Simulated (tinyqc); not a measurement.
Interstitial-substitutional diffusion of a fast metal impurity in a wafer (kick-out and dissociative mechanisms): one step, computed by the program tinyqc.

The metal moves as an interstitial A_i and dissolves on lattice sites either by kicking out a self-interstitial (A_i = A_s + I) or by filling a vacancy (A_i + V = A_s). With A_i at its solubility, local equilibrium and c = C_s/C_s*, self-interstitials and vacancies obey C_I/C_I* = 1/c and C_V/C_V* = c.

Problem. Closed forms. Pure kick-out: the centre rises as c_m = (2/d) sqrt(pi D_K t) while c_m is small. Pure dissociative or sink-rich cases give erfc profiles with depth 2 sqrt(D_F t) or 2 sqrt(D_A t). The short time that the interstitial metal needs to fill the wafer is neglected.

Inputs (values chosen for the exercise, loosely like those of gold in silicon): temperature T = 1175 C; wafer thickness d = 400 um; time t = 3600 s.

D_K = 2.346127e-08 cm^2/s

D_F = 3.486849e-09 cm^2/s

D_A = 1.771793e-06 cm^2/s

Give: centre value c_m, closed form; depth 2 sqrt(D_F t); depth 2 sqrt(D_A t).

Solution.

centre value c_m, closed form = 0.81446

depth 2 sqrt(D_F t) = 70.859 um

depth 2 sqrt(D_A t) = 1597.3 um

Caution: the depth 2 sqrt(D_A t) exceeds half the wafer, so in a sink-rich wafer the profiles from the two faces overlap and a single erfc no longer holds. Caution: c_m is no longer small, and the square-root law is derived for small c_m only.
